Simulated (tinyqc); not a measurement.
What moves the results: heavy doping: gap narrowing, degeneracy and the minority density. A value that a table varies takes the place of the one given here.

F_j(eta) = (1/Gamma(j + 1)) integral_0^infinity x^j dx/(1 + exp(x - eta)), which tends to exp(eta) for eta << 0.

Empirical narrowing (Slotboom form, constants chosen for the exercise; published fits of this form give the apparent narrowing, here it is taken as the true one): dEg = E0 [ln(N/N0) + sqrt(ln(N/N0)^2 + C)].

Majority: N = Nc F_1/2(eta), eta the distance of EF beyond the majority band edge in kT. Degeneracy factor gam = F_1/2(eta)/exp(eta). ni0^2 = Nc Nv exp(-Eg/kT); product n p = ni0^2 gam exp(dEg/kT), dEg the true narrowing; apparent narrowing dEa = dEg + kT ln gam; minority density = n p/N.

Bipolar transistor with N as emitter doping: beta = K (N/NB) exp((dEa_B + dG - dEa_E)/kT), dEa_E = dEg(N) + kT ln gam, dEa_B = dEg(NB). For the sweep in T, Nc is scaled as (T/T0)^(3/2) from its value at T0 = T.

Constants: kB = 8.617333262e-05 eV/K.

Values chosen for the exercise (gap and densities of states near those of Si at this temperature; narrowing constants near the fits for Si; not measured data): Eg = 1.08 eV (gap); Nc = 5.08e+19 1/cm^3 (conduction-band density of states); Nv = 2.09e+19 1/cm^3 (valence-band density of states); T = 450 K; E0 = 6.75 meV (narrowing scale); N0 = 1.3e+17 1/cm^3 (onset density); C = 0.5 (smoothing constant); N = 3e+19 1/cm^3 (ionised donors, equal to the majority density); NB = 2e+17 1/cm^3 (base doping); K = 5.2 (ratio (D_B W_E)/(D_E W_B)); dG = 0 meV (extra narrowing of the base by alloying).

## Narrowing against degeneracy

N takes the values listed; the last column is N over the factor gam exp(dEg/kT), the doping that a simple model would need to give the same minority density.

Results:
```
N (1/cm^3)    eta      gam  dEg (meV)  dEa (meV)  minority (1/cm^3)  effective doping (1/cm^3)
2.0e+17     -5.54    0.999        8.5        8.4           5.30e+09                   1.61e+17
5.0e+17     -4.62    0.997       19.4       19.2           2.80e+09                   3.05e+17
2.0e+18     -3.22    0.986       37.5       37.0           1.11e+09                   7.71e+17
5.0e+18     -2.28    0.966       49.7       48.4           5.93e+08                   1.44e+18
2.0e+19     -0.79    0.871       68.3       63.0           2.16e+08                   3.94e+18
5.0e+19      0.33    0.709       80.6       67.3           9.67e+07                   8.81e+18
2.0e+20      2.69    0.266       99.3       48.0           1.47e+07                   5.80e+19
4.0e+20      4.60   0.0792      108.6       10.3           2.78e+06                   3.06e+20
1.0e+21      8.72  0.00322      121.0     -101.6           6.21e+04                   1.37e+22
```

dEg grows steadily to 121.0 meV, while the apparent value peaks at 67.3 meV for N = 5e+19 and falls to -101.6 meV as the Fermi level enters the band (a negative value is not met in measurements: parabolic bands with a fixed mass overstate the filling). N grows by a factor 25 from the third to the sixth row and the effective doping by 11.4.

## Current gain against temperature

Gain:
```
T (K)  beta  beta with dG = 0  without narrowing
150    14.2              14.2                780
200    35.1              35.1                780
250    61.8              61.8                780
300    91.1              91.1                780
350     121               121                780
400     150               150                780
450     178               178                780
```

dEa_B + dG - dEa_E at T0 = -57.2 meV

beta is 14.2 at 150 K and 178 at 450 K, since the net exponent is negative: the emitter has the larger apparent narrowing. At 300 K narrowing and degeneracy change the gain by a factor 0.117.

## What moves the minority density and the gain

All results formed anew. Each row changes one parameter from the base and keeps the others.

Results:
```
case                 dEg (meV)  dEa (meV)  minority (1/cm^3)  beta
base                     73.77      65.74           1.55e+08   178
N = 6e+19 1/cm^3         83.09      67.16           8.03e+07   344
E0 = 8.1 meV             88.52      80.49           2.26e+08   127
N0 = 2.6e+17 1/cm^3      64.46      56.42           1.22e+08   198
Eg = 1.1 eV              73.77      65.74           9.24e+07   178
Nc = 6.6e+19 1/cm^3      73.77      67.58           2.11e+08   170
NB = 4e+17 1/cm^3        73.77      65.74           1.55e+08   110
```

The largest shifts from the base row, up to three for each result and ties (the steps differ in size, so this ranks the rows, not the parameters). dEg (meV): E0 +14.75, N +9.32, N0 -9.31; unchanged at the printed digits by Eg, Nc and NB. dEa (meV): E0 +14.75, N0 -9.31, Nc +1.84; unchanged at the printed digits by Eg and NB. minority (1/cm^3): N -7.45e+07, E0 +7.16e+07, Eg -6.24e+07; unchanged at the printed digits by NB. beta: N +165, NB -68.6, E0 -50.9; unchanged at the printed digits by Eg.

Computed by tinyqc, a small Python program: `OMP_NUM_THREADS=1 python tinyqc.py 1650690 1650691 out.jsonl` (the numbers bound the seed that draws the inputs); one thread of a shared host (Intel(R) Xeon(R) Processor @ 2.30GHz), about 0.01 s for the whole set of steps.
